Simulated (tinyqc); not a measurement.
Polarisation charge from two barrier thicknesses.

Problem. Voff = phiB - dEc - q sigma d/(eps0 eb). Find sigma, phiB - dEc and the thickness at which Voff = 0.

Constants: q = 1.602176634e-19 C, eps0 = 8.8541878128e-14 F/cm where lengths are in cm. Results are converted to the units shown.

Voff at d = 17 and 28 nm (V): -5.9701052  -10.276803
eb = 9.3093000

Solution. Voff is a straight line in d: its slope is -q sigma/(eps0 eb) and its intercept phiB - dEc.

sigma = 2.014e13 cm^-2
phiB - dEc = 0.6857 V
thickness for Voff = 0 = 1.751 nm

Computed by the program tinyqc: `OMP_NUM_THREADS=1 python tinyqc.py 2180165 2180166 out.jsonl`, one thread of a shared Intel Xeon 2.30GHz, about 0.01 s for the whole run.
